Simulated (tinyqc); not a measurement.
## Permittivity of the insulator from five potentials

Inverse problem. A node lies on a semiconductor-insulator interface. Steps: hs = tb/1 down into the semiconductor, ho = tox/1 up into the insulator, hy = L/4 sideways. The flux balance of its box reads eox (hy/ho)(above - node) + eps_r (hy/hs)(below - node) + [(eps_r hs + eox ho)/(2 hy)](left + right - 2 node) - q Na (hs/2) hy/eps0 = 0. Find eox.

Parameters, values chosen for the exercise; semiconductor permittivity close to that of silicon:
```
symbol,value,unit,meaning
eps_r,11.6,,relative permittivity of the semiconductor
tb,3,nm,half the body thickness
tox,2.8,nm,insulator thickness
L,28,nm,channel length
Na,0,cm^-3,acceptor density of the depleted body
```

Constants: q = 1.602176634e-19 C, eps0 = 8.8541878128e-14 F/cm where lengths are in cm. Results are converted to the units shown.

psi (V): node -0.014494687, above -0.14, below 0.021165862, left 0.47, right -0.065302653

Answer. The balance is linear in eox.

eox = 9.00

Numbers from tinyqc (`OMP_NUM_THREADS=1 python tinyqc.py 2480174 2480175 out.jsonl`; about 0.1 s on one thread of a shared Intel Xeon 2.30GHz).
